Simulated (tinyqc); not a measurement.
Worked calculation: plane-wave Kohn-Sham cycle with exchange-only LDA in a layered model solid. One step of it, computed by the program tinyqc.

Problem. Iteration 1: levels at that k. Diagonalise the Hermitian matrix.

H (hartree):
```
,-3,-2,-1,+0,+1,+2,+3
-3,2.802394,-0.170000,0.095000,0.000000,0.000000,0.000000,0.000000
-2,-0.170000,1.137761,-0.170000,0.095000,0.000000,0.000000,0.000000
-1,0.095000,-0.170000,0.138982,-0.170000,0.095000,0.000000,0.000000
+0,0.000000,0.095000,-0.170000,-0.193944,-0.170000,0.095000,0.000000
+1,0.000000,0.000000,0.095000,-0.170000,0.138982,-0.170000,0.095000
+2,0.000000,0.000000,0.000000,0.095000,-0.170000,1.137761,-0.170000
+3,0.000000,0.000000,0.000000,0.000000,0.095000,-0.170000,2.802394
```

Give: eigenvalues.

Solution.

eigenvalues (hartree): -0.305  0.016  0.289  1.144  1.171  2.824  2.825
